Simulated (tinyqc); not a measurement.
Crystal pulling from the melt: segregation, interface stability, heat balance and point-defect regime: one step, computed by the program tinyqc.

A dilute solute; steady pulling with a flat interface unless it is found unstable.

Task: Heat balance and the ratio V/G. k_S G_S = k_L G_L + L V; the largest rate for this G_S, with G_L = 0, is k_S G_S/L. Voronkov: the crystal grows vacancy-rich if V/G_S > xi_c and interstitial-rich if below; at fixed G_L the neutral rate solves V = xi_c G_S(V).

Inputs (values chosen for the exercise, for a model semiconductor): pull rate V = 1.2 mm/min; gradient in the melt G_L = 16 K/cm; solid conductivity k_S = 21.5 W/(m K); melt conductivity k_L = 61.4 W/(m K); latent heat per volume L = 4240 J/cm^3; critical ratio xi_c = 0.12 mm^2/(min K).

Give: gradient in the solid G_S; largest rate; V/G_S; neutral pull rate.

Result:

gradient in the solid G_S = 85.135 K/cm

largest rate = 2.5902 mm/min

V/G_S = 0.14095 mm^2/(min K)

neutral pull rate = 0.90544 mm/min

V/G_S is 1.17 xi_c: vacancies survive and can cluster into voids. Latent heat makes up 46 % of the flux.
